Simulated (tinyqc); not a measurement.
# Sputter depth profiling of a dopant layer: erosion rate, quantification and the mixing-roughness response, step by step

A worked calculation. Computed by tinyqc, a small Python program that keeps every step. Command: `OMP_NUM_THREADS=1 python tinyqc.py 3028639 3028640 out.jsonl sims walk`. One thread of a shared host (Intel(R) Xeon(R) Processor @ 2.30GHz), about 0.03 s of CPU time with the checks. Intermediate numbers are printed to about 6 digits and carried at full precision; extremes and crossings named in words are read from the listed rows.

A rastered ion beam erodes silicon (49.94 atoms per nm^3). The measured profile is the true one convolved with a depth response.

Inputs (values chosen for the exercise, modelled on a dopant in silicon under an oxygen or caesium beam):

| quantity | value | unit |
|---|---|---|
| beam energy E | 2.2 | keV |
| beam current | 130 | nA |
| raster side | 300 | um |
| sputter yield at 1 keV | 0.95 | - |
| mixing length at 1 keV | 1.5 | nm |
| roughness sigma | 1.5 | nm |
| depth of the top edge z0 | 22 | nm |
| box width b | 6 | nm |
| box concentration C | 2.9e+18 | 1/cm^3 |
| relative sensitivity factor RSF | 5.9e+20 | 1/cm^3 |
| matrix count rate | 2e+06 | 1/s |
| background count rate | 4 | 1/s |
| counting time per point | 2 | s |
| level that defines the junction C_B | 1e+16 | 1/cm^3 |

True profile: box.

Constants: e = 1.602176634e-19 C.

## Erosion and sensitivity

Scaling chosen for the exercise: yield Y = Y1 E^0.5, mixing length w = w1 E^0.5 (E in keV). Erosion rate = Y I/(e x raster^2 x density); depth step = rate x counting time; concentration = RSF x counts/matrix counts; detection limit = RSF x 3 sqrt(background x time)/(matrix rate x time).

yield Y = 1.40908

mixing length w = 2.22486 nm

erosion rate = 0.254376 nm/s

depth step = 0.508753 nm

detection limit = 1.25158e+15 1/cm^3

## Measured shape

Mixing alone turns a layer at z0 into (1/w) exp(-(z - z0 + w)/w) for z > z0 - w; roughness adds a Gaussian of width sigma. With x = z - z0 + w: g(x) = (1/(2w)) exp(sigma^2/(2 w^2) - x/w) erfc((sigma/w - x/sigma)/sqrt2), and its integral G(x) = (1/2) erfc(-x/(sigma sqrt2)) - w g(x). Measured: C [G(x) - G(x - b)]. Find the maximum, the full width at half maximum and the deep point where the profile falls to C_B; far down, the trailing edge decays by w ln(10) per decade.

depth of the maximum = 24.5387 nm

peak concentration = 2.30365e+18 1/cm^3

full width at half maximum = 6.99888 nm

apparent junction depth = 38.7402 nm

trailing slope = 5.12293 nm/decade

The true deep edge lies at 28 nm, so the junction appears 10.7 nm too deep. The peak reaches 79.4 % of the true concentration.

## Moments

Convolution adds means and variances: the response has mean 0 (shift -w plus exponential mean w) and variance w^2 + sigma^2; a box adds the mean b/2 and the variance b^2/12.

centroid = 25 nm

standard deviation = 3.19374 nm

maximum minus centroid = -0.461282 nm

The centroid stays at the true position while the maximum lies nearer the surface, so depth is read from the centroid.

## Points of the profile

Counts = concentration x matrix rate x time/RSF + background x time; relative noise 1/sqrt(counts). Depths are z0 - w + k (w + sigma), k = -0.5, 0, 0.5, 1, 2, 3, 5, 8, 12.

Profile:

| k | z (nm) | measured (1/cm^3) | counts | relative noise |
|---|---|---|---|---|
| -0.5 | 17.9127 | 7.80184e+16 | 5.36938e+02 | 0.043156 |
| 0.0 | 19.7751 | 5.39653e+17 | 3.66666e+03 | 0.016514 |
| 0.5 | 21.6376 | 1.46122e+18 | 9.91460e+03 | 0.010043 |
| 1.0 | 23.5000 | 2.17927e+18 | 1.47827e+04 | 0.008225 |
| 2.0 | 27.2249 | 1.52282e+18 | 1.03322e+04 | 0.009838 |
| 3.0 | 30.9497 | 3.31503e+17 | 2.25548e+03 | 0.021056 |
| 5.0 | 38.3994 | 1.16550e+16 | 8.70171e+01 | 0.107201 |
| 8.0 | 49.5740 | 7.67761e+13 | 8.52052e+00 | 0.342584 |
| 12.0 | 64.4735 | 9.48075e+10 | 8.00064e+00 | 0.353539 |

## Beam energy: resolution against speed

Width = full width at half maximum; the apparent junction is the deep point where the profile falls to C_B; time to profile to twice z0 = 2 z0/erosion rate, at fixed current.

Measured values:

| E (keV) | w (nm) | peak (1/cm^3) | width (nm) | apparent junction (nm) | time (min) |
|---|---|---|---|---|---|
| 0.15 | 0.58095 | 2.71965e+18 | 6.24747 | 32.5743 | 11.0405 |
| 0.25 | 0.75000 | 2.68854e+18 | 6.29769 | 32.9906 | 8.5520 |
| 0.50 | 1.06066 | 2.61801e+18 | 6.41450 | 34.0100 | 6.0472 |
| 1.00 | 1.50000 | 2.50223e+18 | 6.61591 | 35.7271 | 4.2760 |
| 2.00 | 2.12132 | 2.33155e+18 | 6.94155 | 38.3074 | 3.0236 |
| 4.00 | 3.00000 | 2.10628e+18 | 7.44780 | 41.9484 | 2.1380 |
| 8.00 | 4.24264 | 1.83895e+18 | 8.22254 | 46.8960 | 1.5118 |

From the highest to the lowest energy the width goes from 8.22 to 6.25 nm, towards the floor set by roughness and the box width 6 nm, and the junction error from 18.9 to 4.57 nm, at 7.3 times the time. Extrapolating the tail slope to zero energy separates mixing from real diffusion. Caution: the surface transient, segregation under the beam and the growth of roughness with depth are left out, and real yields fall faster near the sputter threshold.

Checks made by the program: dose under the measured profile (relative difference below 1e-10).
